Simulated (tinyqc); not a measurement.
Worked calculation: tight binding, honeycomb lattice. One step of it, computed by the program tinyqc.

Question. Levels at k. Diagonalise the Hermitian matrix.

H(k) at k (eV):
```
,A,B
A,2.924029,-2.461786-1.441786i
B,-2.461786+1.441786i,-0.743821
```

Give: eigenvalues; weights |c|^2 of the basis functions.

Answer.

eigenvalues (eV): -2.3014  4.4816

weights |c|^2 of the basis functions:
```
,band 1,band 2
A,0.2296,0.7704
B,0.7704,0.2296
```
